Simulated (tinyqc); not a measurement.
A barrier in a uniform field, exact transmission by Airy functions: one step of the calculation.

The left lead has its band edge at 0, the barrier edge falls as U(x) = U0 - F x with F = V/d for 0 < x < d, and the right lead has its edge at -V. No transverse momentum; C = hbar^2/(2 m0); psi and psi'/m are continuous. M carries (psi, psi'/m) across the barrier.

Task. Transmission, exact and WKB. With M acting on (psi, psi'/m) and v = k/m in each lead, T(E) = 4 vL vR/[(vL vR M12 - M21)^2 + (vR M11 + vL M22)^2]. WKB: exp(-S), S = (4/(3 F)) sqrt(m1/C) [max(U0 - E, 0)^1.5 - max(U0 - F d - E, 0)^1.5].

Values chosen for this exercise; masses and offsets of a made-up heterostructure: barrier edge at x = 0 U0 = 0.7 eV; mass in the barrier m1 = 0.26 m0; electron energy E = 0.252 eV; barrier width d = 3 nm; voltage across the barrier V = 1.1 V.

Constants: q = 1.602176634e-19 C, hbar = 1.054571817e-34 J s, m0 = 9.1093837015e-31 kg, hbar^2/(2 m0) = 0.0380998212 eV nm^2. Results are converted to the units shown.

M (M12 in nm, M21 in 1/nm):
```
             1             2
1  -0.51468535  -0.055394394
2   -27.232051    -4.8738573
```

vL = 6.0618132 1/nm
vR = 14.040760 1/nm

Wanted: T(E); S; exp(-S); ratio T(E)/exp(-S).

Result.

T(E) = 0.1831
S = 2.848
exp(-S) = 0.05793
ratio T(E)/exp(-S) = 3.161

Range of the model: Masses are held fixed, although real bands cease to be parabolic a few tenths of an eV from their edges.

Computed by the program tinyqc: `OMP_NUM_THREADS=1 python tinyqc.py 2580040 2580041 out.jsonl`, one thread of a shared Intel Xeon 2.30GHz, about 0.01 s for the whole run.
